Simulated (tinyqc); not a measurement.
Inside a calculation. Model: Bloch-Grueneisen resistivity of a metal. Computed by tinyqc, a small Python program that keeps every step. Command: `OMP_NUM_THREADS=1 python tinyqc.py 3027752 3027753 out.jsonl bg walk`. One thread of a shared host (Intel(R) Xeon(R) Processor @ 2.30GHz), about 0.01 s of CPU time with the checks. Intermediate numbers are printed to about 6 digits and carried at full precision; extremes and crossings named in words are read from the listed rows.

Electrons scatter from a Debye spectrum of phonons (n = 5 for scattering within one band, n = 3 for scattering into a second, heavy band) and from static defects.

Inputs (values chosen for the exercise, modelled on nickel):

| quantity | value | unit |
|---|---|---|
| exponent n | 5 | - |
| Debye temperature Theta | 403 | K |
| transport coupling lambda_tr | 0.23 | - |
| Drude plasma energy hbar w_p | 6.3 | eV |
| residual resistivity rho_0 | 0.027 | microohm cm |
| temperature T | 400 | K |
| coefficient A of T^2 | 6.8 | picoohm cm/K^2 |

Addition: T^2 term.

Constants: k_B = 1.380649e-23 J/K; hbar = 1.054571817e-34 J s; eps_0 = 8.8541878128e-12 F/m; hbar = 6.582119569e-16 eV s; k_B = 8.617333262e-05 eV/K.

## Scale of the phonon resistivity

rho_ph = (n - 1) rho_1 (T/Theta)^n J_n(Theta/T), with rho_1 = 2 pi lambda_tr k_B Theta/(hbar eps_0 w_p^2), the high-temperature line at T = Theta.

rho_1 = 9.39986 microohm cm

## The integral and the phonon part

J_n(y) = int_0^y x^n e^x/(e^x - 1)^2 dx, by 96 Gauss-Legendre points (upper limit at most 60).

Theta/T = 1.0075

J_n = 0.243595

phonon resistivity rho_ph = 8.82316 microohm cm

This is 94.6 % of the straight line rho_1 T/Theta.

## Total resistivity and derived numbers

rho = rho_0 + A T^2 + rho_ph. Temperature coefficient (1/rho) d rho/dT by a central difference of +/- 0.5 K; residual ratio rho(295 K)/rho(4.2 K); scattering time tau = 1/(eps_0 w_p^2 rho); Wiedemann-Franz kappa = L_0 T/rho, L_0 = (pi^2/3)(k_B/e)^2.

resistivity rho = 9.93816 microohm cm

temperature coefficient = 3.01239 1e-3/K

residual resistance ratio = 251.960

scattering time = 12.4050 fs

Wiedemann-Franz conductivity = 98.3283 W/(m K)

The coefficient is 1.20 times 1/T. Caution: scattering from magnetic disorder, left out here, raises the resistivity of this ferromagnet well above the phonon value.

## Limits of the phonon part

Low T: (n - 1) n! zeta(n) rho_1 (T/Theta)^n. High T: rho_1 (T/Theta) [1 - (n - 1)/(12 (n + 1)) (Theta/T)^2].

Resistivities (microohm cm):

| T (K) | rho_ph | low-T law | straight line | line with correction | total rho |
|---|---|---|---|---|---|
| 12 | 1.09520e-04 | 1.09520e-04 | 0.2799 | - | 2.80887e-02 |
| 20 | 1.40835e-03 | 1.40843e-03 | 0.4665 | - | 3.11283e-02 |
| 32 | 1.45697e-02 | 1.47685e-02 | 0.7464 | - | 4.85329e-02 |
| 48 | 9.51000e-02 | 1.12148e-01 | 1.1196 | - | 1.37767e-01 |
| 81 | 6.13412e-01 | 1.53466e+00 | 1.8893 | - | 6.85027e-01 |
| 140 | 2.13056e+00 | 2.36715e+01 | 3.2655 | 1.7622 | 2.29084e+00 |
| 200 | 3.75444e+00 | 1.40843e+02 | 4.6649 | 3.6127 | 4.05344e+00 |
| 320 | 6.84348e+00 | 1.47685e+03 | 7.4639 | 6.8062 | 7.56680e+00 |
| 480 | 1.07688e+01 | 1.12148e+04 | 11.1959 | 10.7574 | 1.23625e+01 |
| 810 | 1.86356e+01 | 1.53466e+05 | 18.8930 | 18.6332 | 2.31241e+01 |

The low-T law holds to 10 % up to 32 K, the straight line from 320 K on. The local exponent of rho_ph falls from 5.00 to 1.05. Phonons overtake the residual resistivity between 32.0 and 48.0 K. The T^2 term exceeds rho_ph up to 20 K among these rows.

Checks made by the program: J_n at large argument against n! zeta(n) (relative difference below 1e-10).
